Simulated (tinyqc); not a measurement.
Worked calculation: inversion layer as a triangular well, valleys of the Si type. Values are carried at full precision from step to step, so a last printed digit may differ when a step is redone from the rounded ones.

Six ellipsoidal valleys with their long axes along the cube axes, mass ml along the axis and mt across it. For a valley whose axis makes the angle theta with the surface normal, 1/m_z = cos^2(theta)/ml + sin^2(theta)/mt sets the confinement; in the plane the masses are m_1 = mt and m_2 = ml mt/m_z, and m_d = sqrt(m_1 m_2).

Constants: e^2/(4 pi eps0) = 14.39964547 eV angstrom; hbar^2/2m0 = 3.80998211 eV angstrom^2; kB = 8.617333262e-05 eV/K.

Parameters, chosen for this exercise (near those of Si; not measured data): ml = 0.906 m0 (longitudinal mass); mt = 0.191 m0 (transverse mass); face = 110 (surface); eps = 11.6 (dielectric constant); Ns = 3.2 x 1e12/cm^2 (electron sheet density); Nd = 0.11 x 1e12/cm^2 (depletion charge); eta = 0.5 (share of Ns in the effective field); T = 77 K (temperature); tox = 28 angstrom (SiO2-equivalent oxide thickness).

## Valley masses on the (110) face

Group the valleys by their angle to the normal, heaviest m_z first.

Valleys (masses in m0):

| valleys g | cos^2(theta) | m_z | m_1 | m_2 | m_d |
|---|---|---|---|---|---|
| 4 | 0.5000 | 0.3155 | 0.1910 | 0.5485 | 0.3237 |
| 2 | 0.0000 | 0.1910 | 0.1910 | 0.9060 | 0.4160 |

The 4 valleys with the heaviest m_z will give the lowest ladder of subbands.

## Effective field

The field is taken as constant, e F = 4 pi (e^2/4 pi eps0)(Nd + eta Ns)/eps, with 1e12/cm^2 = 1e-4/angstrom^2, and the oxide as a hard wall at z = 0; c = hbar^2/2m0.

Find e F, and F in MV/cm (1 MV/cm = 0.01 V/angstrom).

e F = 0.00266747 eV/angstrom
F = 0.2667 MV/cm

## Subband ladders

Level j of a valley lies at E_j = a_j (c (e F)^2/m_z)^(1/3) above the band edge at the surface, with the Airy zeros a_j = 2.338107, 4.087949, 5.520560, 6.786708, 7.944134, 9.022651, 10.040174, 11.008524, 11.936016, 12.828777, and has <z> = 2 E_j/(3 e F).

The ten lowest levels of all groups of valleys together, j = 0, 1, ..., c = hbar^2/2m0; primes mark the groups with lighter m_z.

Subbands:

| label | valleys g | m_d (m0) | E (eV) | <z> (angstrom) |
|---|---|---|---|---|
| 0 | 4 | 0.3237 | 0.1032 | 25.79 |
| 0' | 2 | 0.4160 | 0.1220 | 30.48 |
| 1 | 4 | 0.3237 | 0.1804 | 45.08 |
| 1' | 2 | 0.4160 | 0.2132 | 53.29 |
| 2 | 4 | 0.3237 | 0.2436 | 60.88 |
| 2' | 2 | 0.4160 | 0.2880 | 71.97 |
| 3 | 4 | 0.3237 | 0.2995 | 74.85 |
| 4 | 4 | 0.3237 | 0.3506 | 87.61 |
| 3' | 2 | 0.4160 | 0.3540 | 88.48 |
| 5 | 4 | 0.3237 | 0.3981 | 99.51 |

The second subband is 0', 18.8 meV above the first.

## Fermi level and populations

Subband i holds n_i = g m_d/(2 pi c) kB T ln(1 + exp((EF - E_i)/kB T)) (spin included), and EF is fixed by sum n_i = Ns over the levels listed or, where none are listed, over j = 0 to 9 of each group; 1e12/cm^2 = 1e-4/angstrom^2.

Solve for EF; c = hbar^2/2m0. The mean distance is sum n_i <z>_i/Ns.

EF = 0.1050 eV

Populations:

| label | (EF - E)/kB T | n (1e12/cm^2) | share (%) |
|---|---|---|---|
| 0 | 0.28 | 3.027 | 94.6 |
| 0' | -2.55 | 0.173 | 5.4 |
| 1 | -11.36 | 0.000 | 0.0 |
| 1' | -16.31 | 0.000 | 0.0 |
| 2 | -20.88 | 0.000 | 0.0 |
| 2' | -27.57 | 0.000 | 0.0 |
| 3 | -29.30 | 0.000 | 0.0 |
| 4 | -37.00 | 0.000 | 0.0 |
| 3' | -37.52 | 0.000 | 0.0 |
| 5 | -44.17 | 0.000 | 0.0 |

mean distance from the surface = 26.04 angstrom

The lowest subband holds 94.6 % of the electrons and is partly degenerate (EF within a few kB T of its edge).

## Effect on the gate capacitance

The charge sits at the mean distance <z> from the surface, which adds (3.9/eps) <z> to the oxide thickness; C/Cox = tox/(tox + 3.9 <z>/eps). The density-of-states term is left out.

added thickness = 8.76 angstrom
C/Cox = 0.762

## Checks

- Lowest level by finite differences against the Airy formula, eV: both 0.1032.

Program tinyqc; command `OMP_NUM_THREADS=1 python tinyqc.py 1250890 1250891 out.jsonl`; about 0.02 s on one thread of a shared Intel(R) Xeon(R) Processor @ 2.30GHz.
